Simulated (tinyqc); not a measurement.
## Charge pumping in an n-channel transistor: scanning the upper gap with the fall time

The gate is pulsed from accumulation to inversion and back. Energies E are counted from the intrinsic level; Dit(E) = D0 [1 + b (2 E/Eg)^2]. During each edge the traps near the bands emit their carriers, and those between Eh and Ee recombine once a cycle.

ni = sqrt(Nc Nv) exp(-Eg/(2 Vt)), Eg in volts; emission times te = (dV/Va) tf and th = (dV/Va) tr; Ee = -Vt ln(vth sn ni te), Eh = +Vt ln(vth sp ni th). Nit = integral of Dit from Eh to Ee = D0 [Ee - Eh + 4 b (Ee^3 - Eh^3)/(3 Eg^2)], Qcp = q A Nit, Icp = f Qcp.

Inputs (values chosen for the exercise); band and dielectric values close to those of silicon:
```
symbol,value,unit,meaning
T,300,K,temperature
Eg,1.14,eV,band gap
Nc,2.8e19,cm^-3,conduction-band density of states at 300 K
Nv,2.68e19,cm^-3,valence-band density of states at 300 K
A,0.14,um^2,gate area
D0,8.4e11,cm^-2 eV^-1,trap density at midgap
b,3.5,,rise of the trap density towards the band edges
sn,2.6e-16,cm^2,cross-section for electrons
sp,2.1e-16,cm^2,cross-section for holes
vth,1e7,cm/s,"thermal velocity at 300 K, one nominal value for electrons and holes"
dV,1.05,V,Vth - Vfb
Va,1.8,V,pulse height
f,93000,Hz,frequency
tr,320,ns,rise time
```

Constants: q = 1.602176634e-19 C, kB = 1.380649e-23 J/K, Vt = kB T/q. Results are converted to the units shown.

The same in every row: Eh (eV) = -0.3301.

Scanning the upper gap with the fall time:

| tf (ns) | Ee (eV) | Nit (cm^-2) | Icp (pA) |
|---|---|---|---|
| 0.92 | 0.4758 | 1.110e12 | 23.16 |
| 3 | 0.4453 | 1.026e12 | 21.40 |
| 9.6 | 0.4152 | 9.503e11 | 19.82 |
| 31 | 0.3849 | 8.810e11 | 18.38 |
| 100 | 0.3546 | 8.181e11 | 17.06 |
| 320 | 0.3245 | 7.614e11 | 15.88 |
| 1000 | 0.2951 | 7.111e11 | 14.83 |
| 3400 | 0.2634 | 6.621e11 | 13.81 |

Ee falls from 0.476 to 0.263 eV, by Vt ln 10 a decade, and Icp falls from 23.2 to 13.8 pA. The slope -dNit/d(ln tf)/Vt gives Dit = 2.76e12 cm^-2 eV^-1 near E = 0.461 eV and 1.55e12 near 0.279 eV, against 2.76e12 and 1.55e12 from the profile.

Range of the model: The Fermi levels of inversion and accumulation are taken to lie beyond Ee and Eh, the flat tops to fill all traps, and no geometric current is added.

tinyqc, about 0.01 s, one thread, Intel Xeon 2.30GHz (shared host): `OMP_NUM_THREADS=1 python tinyqc.py 2030168 2030169 out.jsonl`
